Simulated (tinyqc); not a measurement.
# CMOS inverter, nodal equation and switching: effect of the temperature

An n-channel pull-down (bn, VTn) and a p-channel pull-up (bp, VTp) share the input Vin and the output node Vout, which carries the load C. Transistor (EKV form, voltages against the body): I = 2 n b Vt^2 [F(vp - Vs) - F(vp - Vd)] from drain to source, F(v) = ln^2(1 + exp(v/(2 Vt))), vp = (Vg - VT + sg |Vd - Vs|)/n. n-channel bodies are at 0; for the p-channel device all voltages are counted down from Vdd. b in uA/V^2 gives I in uA. Static: In = Ip. Transient: C dVout/dt = Ip - In. No velocity saturation, no gate capacitance beyond C.

VM solves In = Ip with Vin = Vout; VIL and VIH are the inputs of gain -1, NML = VIL - Vout(VIH), NMH = Vout(VIL) - VIH. For a step input the delay to Vdd/2 is tHL = C times the integral of dV/(In - Ip) from Vdd/2 to Vdd at Vin = Vdd, and tLH likewise with Ip - In from 0 to Vdd/2 at Vin = 0. Thresholds, gain factors and n are held fixed.

Inputs (values chosen for the exercise): supply voltage Vdd = 0.6 V; slope factor n = 1.17; drain-induced barrier lowering sg = 0.111; n-channel threshold VTn = 0.36 V; p-channel threshold (magnitude) VTp = 0.31 V; gain factor of the pull-down transistor bn = 290 uA/V^2; gain factor of the pull-up transistor bp = 290 uA/V^2; load capacitance C = 2.2 fF.

Constants: q = 1.602176634e-19 C, kB = 1.380649e-23 J/K, Vt = kB T/q. Results are converted to the units shown.

Result of one run:
```
VM (V)	gain at VM	NML (V)	NMH (V)	tHL (ps)	tLH (ps)
0.3225	-8.997	0.2511	0.2011	63.15	46.13
```

Which temperature T gave this result: 310, 340, 370, 400 or 430 K?

T = 340 K.

The whole series:
```
T (K)	VM (V)	gain at VM	NML (V)	NMH (V)	tHL (ps)	tLH (ps)
220	0.3225	-9.009	0.2655	0.2155	63.53	46.20
250	0.3225	-9.009	0.2619	0.2119	63.49	46.20
280	0.3225	-9.007	0.2583	0.2083	63.42	46.19
310	0.3225	-9.004	0.2547	0.2047	63.31	46.17
340	0.3225	-8.997	0.2511	0.2011	63.15	46.13
370	0.3225	-8.982	0.2475	0.1975	62.94	46.08
400	0.3225	-8.956	0.2440	0.1940	62.67	46.00
430	0.3225	-8.915	0.2404	0.1904	62.35	45.89
```

As T goes from 220 to 430 K, VM stays near 0.322 V, the size of the gain falls from 9.01 to 8.92, tHL falls from 63.5 to 62.4 ps and tLH falls from 46.2 to 45.9 ps. The smaller margin is largest, 0.216 V, at T = 220 K among the rows.

Computed by the program tinyqc: `OMP_NUM_THREADS=1 python tinyqc.py 2340058 2340059 out.jsonl`, one thread of a shared Intel Xeon 2.30GHz, about 0.03 s for the whole run.
